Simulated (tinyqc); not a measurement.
Worked calculation: spin coating of a resist or spin-on film: centrifugal thinning, evaporation and the final thickness (Emslie and Meyerhofer models). Computed by tinyqc, a small Python program that keeps every step. Command: `OMP_NUM_THREADS=1 python tinyqc.py 3110317 3110318 out.jsonl spincoat walk`. One thread of a shared host (Intel(R) Xeon(R) Processor @ 2.30GHz), about 0.08 s of CPU time with the checks. Intermediate numbers are printed to about 6 digits and carried at full precision; extremes and crossings named in words are read from the listed rows.

A Newtonian film stays uniform over the wafer; solvent and solids have the same density and the concentration is uniform through the thickness.

Inputs (values chosen for the exercise, of the order of those of a polymer resist in an ester solvent):
```
quantity                                 value          unit
solids volume fraction c0                 0.12             -
kinematic viscosity of the solvent nu_s    2.4        mm^2/s
viscosity constant k                      2300        mm^2/s
viscosity exponent gamma                   3.1             -
spin speed f                              1500           rpm
evaporation rate at 1000 rpm e0           0.45  micrometre/s
starting thickness h0                      300    micrometre
time t                                       1             s
wafer radius R                             150            mm
shrinkage in the bake                      1.6             %
```

## Rates

omega = 2 pi f/60; nu(c) = nu_s + k c^gamma; evaporation rate e = e0 sqrt(f/1000 rpm). Flow constant K = 2 omega^2/(3 nu(c0)); Reynolds number of the air omega R^2/nu_air with nu_air = 15 mm^2/s.

omega = 157.080 1/s

nu(c0) = 5.61506 mm^2/s

evaporation rate e = 0.551135 micrometre/s

flow constant K = 0.00292950 1/(micrometre^2 s)

Reynolds number of the air = 235619

## Thinning without evaporation

dh/dt = -K h^3 gives h = h0/sqrt(1 + 2 K h0^2 t); for long times h = 1/sqrt(2 K t).

h(t) without evaporation = 13.0520 micrometre

long-time form = 13.0644 micrometre

time 1/(2 K h0^2) = 0.00189642 s

The long-time form is within 0.095 %: the starting thickness is forgotten.

## The two-stage estimate

Meyerhofer estimate: flow rules until (1 - c0) K h^3 = e, then evaporation alone: h_w = (e/((1 - c0) K))^(1/3), dry film c0 h_w.

wet thickness h_w = 5.97944 micrometre

dry film, estimate = 717.533 nm

drying time (1 - c0) h_w/e = 9.54740 s

## First explicit step of the full model

Solids s and liquid l per area start at s = c0 h0, l = (1 - c0) h0. With h = h0 and c = c0: Q = K h^3, K = 2 omega^2/(3 nu); one Euler step of length dt = 0.01 h0/Q for s and l, ds/dt = -c Q, dl/dt = -(1 - c) Q - e.

Q = 79096.5 micrometre/s

dt = 3.79283e-05 s

s = 35.64 micrometre

l = 261.360 micrometre

Q/e at the start = 143516

## The full model

Full model for solids s and liquid l per area, h = s + l, c = s/h: ds/dt = -c Q, dl/dt = -(1 - c) Q - e, Q = 2 omega^2 h^3/(3 nu(c)); integrated adaptively (relative tolerance 1e-9) until l = 0. Dry film = s at l = 0, before the bake; film after the bake = s x (1 - shrinkage).

time to dry = 12.5264 s

dry film = 822.862 nm

film after the bake = 809.696 nm

## Course in time

Times are fractions of the time to dry.

History:
```
fraction    t (s)  h (micrometre)         c  nu (mm^2/s)          Q/e   s (nm)
0.003      0.0376         65.7505  0.120026        5.617  1.51030e+03  7891.78
0.010      0.1253         36.6248  0.120153        5.628  2.60542e+02  4400.57
0.030      0.3758         21.2237  0.120786        5.681  5.02275e+01  2563.53
0.100      1.2526         11.5471  0.124862        6.036  7.61265e+00  1441.78
0.200      2.5053          8.0014  0.134398        6.968  2.19414e+00  1075.37
0.350      4.3843          5.7362  0.156954        9.790  5.75426e-01   900.31
0.500      6.2632          4.3676  0.193189       16.469  1.50991e-01   843.77
0.700      8.7685          2.9001  0.284434       49.074  1.48350e-02   824.89
0.900     11.2738          1.5133  0.543779      350.367  2.95218e-04   822.90
```

Q/e drops below 1 between t = 2.5 and 4.4 s, when c has risen from 0.12 to about 0.157; after that row the solids fall by a further 9 %. The full model gives 1.15 times the two-stage estimate.

## Spin curve

The formulas are those given above.

Dry film against speed:
```
f (rpm)  full model (nm)  estimate (nm)  time to dry (s)
500              1425.22        1242.80          37.5677
1000             1007.79         878.79          18.7882
1500              822.86         717.53          12.5264
2000              712.62         621.40           9.3952
3000              581.85         507.37           6.2637
4000              503.90         439.40           4.6979
6000              411.43         358.77           3.1320
```

The full thickness goes as f^-0.500; the estimate as (e/omega^2)^(1/3) = f^(-1/2). The time to dry goes as f^-1.00. A thickness window of 1 % allows a speed error of about 2 %.

Checks made by the program: constant-viscosity run against c0 h0 exp(-int K h^2 dt) (relative difference 1e-05).
